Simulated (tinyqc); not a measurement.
# Worked calculation: current crowding under a contact, resistor ladder against the transmission-line model

Program tinyqc, `OMP_NUM_THREADS=1 python tinyqc.py 2760168 2760169 out.jsonl`; Intel Xeon 2.30GHz, shared host, one thread, about 0.01 s. Printed values are rounded.

A metal contact of length d and width W on a thin layer of the same width. The metal has no resistance, the sheet resistance under it equals Rsh, and current enters the layer at the front edge x = 0.

Parameters, values chosen for the exercise:
- Rsh = 770 ohm/sq (sheet resistance of the semiconductor layer)
- rc = 9.3e-6 ohm cm^2 (specific contact resistivity)
- d = 3.2 um (contact length)
- W = 8.6 um (contact width)
- n = 10 (cells)
- I = 5 mA (current)

## Conductances of the ladder

Cut the contact into n cells of length hc = d/n. Neighbouring cell centres are joined by a = W/(Rsh hc), each centre joins the metal (0 V) by g = W hc/rc, and I enters cell 1 through half a cell: -a v_(i-1) + b_i v_i - a v_(i+1) = I for i = 1 and 0 otherwise, b_i = g + 2 a (g + a at both ends). Rc = v_1/I + 1/(2 a).

a = 0.03490260 S
g = 0.002959140 S
b_i, cell 1 to 10 (S): 0.03786174  0.07276433  0.07276433  0.07276433  0.07276433  0.07276433  0.07276433  0.07276433  0.07276433  0.03786174

## Voltages and the share of the current

Cut the contact into n cells of length hc = d/n. Neighbouring cell centres are joined by a = W/(Rsh hc), each centre joins the metal (0 V) by g = W hc/rc, and I enters cell 1 through half a cell: -a v_(i-1) + b_i v_i - a v_(i+1) = I for i = 1 and 0 otherwise, b_i = g + 2 a (g + a at both ends). Rc = v_1/I + 1/(2 a). Cell i passes g v_i to the metal.

```
cell	v_i (mV)	share of the current (%)
1	428.5614	25.36346
2	321.6402	19.03557
3	241.9886	14.32156
4	182.8534	10.82178
5	139.2211	8.23949
6	107.3923	6.35578
7	84.6686	5.01092
8	69.1233	4.09091
9	59.4384	3.51773
10	54.7929	3.24280
```

Rc of the ladder = 100.0379 ohm

The first cell passes 25.4 % of the current and the last 3.24 %; an even spread would give 10.0 % each.

## The transmission-line result

Transfer length Lt = sqrt(rc/Rsh); front resistance Rc = (Rsh Lt/W) coth(d/Lt); end resistance Re = (Rsh Lt/W)/sinh(d/Lt). v(x) = I (Rsh Lt/W) cosh((d - x)/Lt)/sinh(d/Lt) at the cell centres x = (i - 1/2) d/n.

Lt = 1.098996 um
Rc = 98.98218 ohm
Re = 10.73367 ohm
v(x), cell 1 to 10 (mV): 428.2840  321.0899  241.3117  182.1375  138.5148  106.7190  84.0352  68.5267  58.8692  54.2381

The ladder's Rc is 1.1 % above this value, with cells 0.29 Lt long.
